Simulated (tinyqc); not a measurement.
Gas flow in a process chamber: flow regimes, conductance, effective pumping speed, pump-down, outgassing and purge: one step, computed by the program tinyqc.

Ideal gas, isothermal flow, a pump of constant speed at the end of a round pipe; process gas, volume gas and outgassing are given the same properties. 1 sccm = 101325 Pa x 1e-6 m^3/60 s x T/273.15 K.

Problem. Time to base pressure. From the outgassing limit: t = 1 h x (q_1 A/(S_eff p_target))^(1/n) - 10 s; monolayer time at the target = 1e19 m^-2 x 4 k_B T/(p c) for unit sticking.

Inputs (values chosen for the exercise, modelled on water vapour near room temperature): temperature T = 293 K; wall area = 0.66 m^2; outgassing rate after 1 h = 2.6e-06 Pa m^3/(s m^2); outgassing exponent n = 0.81; target base pressure = 6e-06 Pa.

S_eff in molecular flow = 17.79895 L/s

mean speed c = 586.7371 m/s

Constants: k_B = 1.380649e-23 J/K.

Give: time to the target; monolayer time.

Solution.

time to the target = 30.819 h

monolayer time = 45.964 s
